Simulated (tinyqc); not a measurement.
Local against global planarity over time: chemical-mechanical planarisation: Preston law, pattern density and step-height reduction. Computed by tinyqc, a small Python program. Command: `OMP_NUM_THREADS=1 python tinyqc.py 3012571 3012572 out.jsonl cmp walk`. One thread of a shared host (Intel(R) Xeon(R) Processor @ 2.30GHz), about 0.01 s of CPU time with the checks.

A row of 12 cells, repeated periodically, holds raised features that cover a share rho of each cell.

Inputs (values chosen for the exercise, close to those used for copper polishing): Preston coefficient K = 1.1e-13 1/Pa; pressure P = 42 kPa; platen and carrier speed = 40 rpm; distance between the centres = 14 cm; initial step height h0 = 560 nm; contact height h_c = 120 nm; film above the raised areas z0 = 840 nm; cell size = 2.1 mm; planarisation length = 2.6 mm.

local pattern densities, cell by cell: [0.8, 0.25, 0.7, 0.9, 0.3, 0.6, 0.4, 0.5, 0.4, 0.2, 0.3, 0.8]

Method:
- With equal rotation speeds the relative speed is uniform, v = omega r_c; Preston rate R0 = K P v.
- The stiff pad averages the density: rho_eff(i) = sum_j w_ij rho_j / sum_j w_ij, w = exp(-2 d^2/L^2), L the planarisation length and d the distance between cell centres, summed over all periodic images of cell j.
- While h > h_c only raised areas polish, at R0/rho_eff, until t_c = rho_eff (h0 - h_c)/R0. After that h = h_c exp(-(t - t_c)/tau), tau = rho_eff h_c/R0; low areas polish at R0 (1 - h/h_c) and raised areas at R0 [1 + (1 - rho_eff) h/(rho_eff h_c)]. Removed from raised areas after t_c: h0 - h_c + R0 (t - t_c) + (1 - rho_eff)(h_c - h); from low areas: R0 (t - t_c) - rho_eff (h_c - h). Film left = z0 less the removal from raised areas.
- Times are multiples of h0/R0; the range is the largest minus the smallest removal from raised areas.

effective densities: [0.701865, 0.428804, 0.655299, 0.756989, 0.458902, 0.513386, 0.452039, 0.464377, 0.382192, 0.255527, 0.371940, 0.708679]

blanket rate R0 = 2.70931 nm/s

Steps and range (nm):
```
multiple   t (s)  largest step  smallest step  range across the row  mean removal from raised areas
0.10       20.67        486.02         340.84                145.18                           120.1
0.20       41.34        412.05         121.69                290.36                           240.1
0.30       62.01        338.07          19.60                348.39                           352.9
0.45       93.01        227.10           1.27                335.06                           492.1
0.60      124.02        116.20           0.08                309.00                           597.6
0.80      165.36         33.86           0.00                289.05                           718.3
1.00      206.69          9.87           0.00                283.22                           832.3
1.30      268.70          1.55           0.00                281.20                          1000.9
1.70      351.38          0.13           0.00                280.85                          1225.0
```

Local steps shrink to 0.13 nm or less, but the range across the row reaches up to 348.4 nm among these rows and ends at 280.9 nm, against the limit (largest - smallest rho_eff) h0 = 280.8 nm: once flat, all cells polish alike and the difference stays. Evener density (dummy fill), a longer planarisation length or a smaller initial step reduces it. Caution: in the last rows the removal passes z0 somewhere, so they describe a thicker film than the one given.

Extremes, crossings and ranges named in words are read from the listed rows.
